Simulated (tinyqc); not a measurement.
Franz-Keldysh effect at a direct gap: sweeps and comparisons. A value that a table varies takes the place of the one given here.

Parabolic bands, vertical transitions, no excitons. For each hole band j: mr = me mj/(me + mj); joint density of states J_j(E) = (mr/c)^(3/2) sqrt(E - Eg)/(2 pi^2), both spins, c = hbar^2/2m0; averaged matrix element |e.p|^2 = m0 Ep/6; alpha_j(E) = 4 pi^2 alpha_f c Ep J_j/(3 nr E) in 1/angstrom (alpha_f the fine-structure constant, listed as alpha among the constants), times 1e8 for 1/cm.

In a field Fd (1 kV/cm = 1e-5 V/angstrom) the electro-optic energy of band j is th = (c (e Fd)^2/mr)^(1/3), and sqrt(E - Eg) in J_j is replaced by pi sqrt(th) [Ai'(b)^2 - b Ai(b)^2] with b = (Eg - E)/th; Ai is the Airy function.

Constants: hbar^2/2m0 = 3.80998211 eV angstrom^2; fine-structure constant alpha = 0.007297352564.

Inputs chosen for the exercise (near those of InP; the results hold for these values, not for the real material):
```
symbol  value   unit   meaning
Eg      1.348   eV     direct gap
me      0.0804  m0     electron mass
mhh     0.581   m0     heavy-hole mass
mlh     0.0932  m0     light-hole mass
Ep      21      eV     Kane energy
nr      3.4            refractive index
Fd      70      kV/cm  uniform field
det     40      meV    detuning below the gap
```

## Spectrum around the gap

Absorption (1/cm):
```
E - Eg (eV)  alpha(0)   alpha(F)  change
-0.0745             0      2.494       2
-0.0596             0      10.76      11
-0.0447             0      42.10      42
-0.0298             0      147.1     147
-0.0149             0      450.2     450
0.0000              0       1182    1182
0.0149           3824       2604   -1220
0.0298           5350       4703    -647
0.0447           6482       6836     354
0.0596           7406       8035     630
0.0745           8193       8222      29
0.0894           8882       8560    -322
0.1192          10048  1.018e+04     137
0.1489          11007  1.106e+04      55
```

At the gap alpha(F) = 1182 1/cm; 59.6 meV below it 10.8 1/cm remain, the tail falling as exp(-(4/3) b^(3/2)). Among the energies listed the largest rise is 1182 1/cm at E - Eg = 0.0 meV and the largest fall -1220 1/cm at 14.9 meV. It changes sign between 0.0 and 14.9 meV, between 29.8 and 44.7 meV, between 74.5 and 89.4 meV and between 89.4 and 119.2 meV; th is 29.8 meV for heavy holes and 35.1 meV for light holes.

## Tail absorption against field

At E = Eg - det; the field takes the values listed. The last column is the length for 10 dB of loss.

Results:
```
Fd (kV/cm)  th heavy (meV)  b heavy  alpha (1/cm)  length (micrometre)
10                    8.14    4.914      0.000361             6.38e+07
20                   12.92    3.095         0.249             9.24e+04
40                   20.51    1.950          10.2             2.27e+03
60                   26.88    1.488          41.2                  559
100                  37.78    1.059           145                  159
150                  49.51    0.808           300                 76.7
250                  69.60    0.575           598                 38.5
400                  95.21    0.420           970                 23.7
```

alpha grows by 5.1 decades from 10 to 60 kV/cm and by a factor 1.62 over the last step, where the field grows by 1.6: the exponent (4/3) b^(3/2) goes as 1/Fd, so the gain is steep only while b > 1 (deep in the tail the light-hole pair, with its smaller b, carries most of it), that is up to 100 kV/cm of those listed. Values below about 10 1/cm lie under the Urbach and exciton tails of a real crystal, left out here.

## What moves the tail

At E = Eg - det. Each row changes one parameter from the base and keeps the others.

Results:
```
case             th heavy (meV)  alpha (1/cm)
base                     29.789         63.29
Fd = 91 kV/cm            35.482         118.8
det = 50 meV             29.789         26.22
me = 0.0925 m0           28.601         64.08
mlh = 0.1212 m0          29.789         64.27
Ep = 23.1 eV             29.789         69.62
nr = 3.57                29.789         60.27
```

The largest shifts from the base row, up to three for each result and ties (the steps differ in size, so this ranks the rows, not the parameters). th heavy (meV): Fd +5.694, me -1.188; unchanged at the printed digits by det, mlh, Ep and nr. alpha (1/cm): Fd +55.5, det -37.1, Ep +6.33.

Computed by tinyqc, a small Python program: `OMP_NUM_THREADS=1 python tinyqc.py 1682475 1682476 out.jsonl` (the numbers bound the seed that draws the inputs); one thread of a shared host (Intel(R) Xeon(R) Processor @ 2.30GHz), about 0.01 s for the whole set of steps.
